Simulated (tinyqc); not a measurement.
Tunnelling through a two-layer gate stack, WKB transmission and Tsu-Esaki current: two steps of the calculation.

Electrons leave the emitter at x = 0. Energies E (motion across the layers) are in eV from the emitter Fermi level; the collector Fermi level lies at -V and offers states at every E. No charge in the dielectric and no image force: F1 = V/(t1 + t2 eps1/eps2), F2 = F1 eps1/eps2; U = phi1 - F1 x in layer 1 and phi2 - F1 t1 - F2 (x - t1) in layer 2. With C = hbar^2/(2 m0), kappa = sqrt(m (U - E)/C) where U > E and 0 elsewhere; T(E) = exp(-S), S = 2 times the integral of kappa over x.

Inputs (values chosen for the exercise); layer 1 close to silicon dioxide, layer 2 close to hafnium oxide:
- phi1 = 3.02 eV (barrier of layer 1 above the emitter Fermi level at zero bias)
- m1 = 0.5 m0 (tunnelling mass of layer 1)
- t1 = 1 nm (thickness of layer 1)
- eps1 = 3.8 (relative permittivity of layer 1)
- phi2 = 1.57 eV (barrier of layer 2 at zero bias)
- m2 = 0.21 m0 (tunnelling mass of layer 2)
- t2 = 2.9 nm (thickness of layer 2)
- eps2 = 22.8 (relative permittivity of layer 2)
- V = 0.9 V (voltage across the dielectric)
- E = 0 eV (energy of the electron followed)

Constants: q = 1.602176634e-19 C, hbar = 1.054571817e-34 J s, m0 = 9.1093837015e-31 kg, hbar^2/(2 m0) = 0.0380998212 eV nm^2. Results are converted to the units shown.

Task 1. Fields and band edges. F1 = V/(t1 + t2 eps1/eps2), F2 = F1 eps1/eps2; U = phi1 - F1 x in layer 1 and phi2 - F1 t1 - F2 (x - t1) in layer 2. EOT = 3.9 (t1/eps1 + t2/eps2).

Wanted: F1; F2; U at the end of layer 1; U at the start of layer 2; U at the end of layer 2; EOT.

Result 1.

F1 = 6.067 MV/cm
F2 = 1.011 MV/cm
U at the end of layer 1 = 2.413 eV
U at the start of layer 2 = 0.9633 eV
U at the end of layer 2 = 0.6700 eV
EOT = 1.522 nm

Task 2. WKB exponent in closed form. Each layer adds (2/F) sqrt(m/C) [G(u at its left edge) - G(u at its right edge)] to S, with u = U - E (0 where negative) and G(u) = (2/3) u^1.5. The slope follows from 1/d = -dS/dE.

Give: S; T(E); energy d over which T(E) grows by a factor e.

Result 2.

S = 24.224
T(E) = 3.0172e-11
energy d over which T(E) grows by a factor e = 0.10239 eV

The midpoint rule gives S = 24.225, so its T(E) is 0.064 % below this value. The band edge stays above E through the whole stack: direct tunnelling through a trapezoid.

Computed by the program tinyqc: `OMP_NUM_THREADS=1 python tinyqc.py 2540051 2540052 out.jsonl`, one thread of a shared Intel Xeon 2.30GHz, about 0.04 s for the whole run.
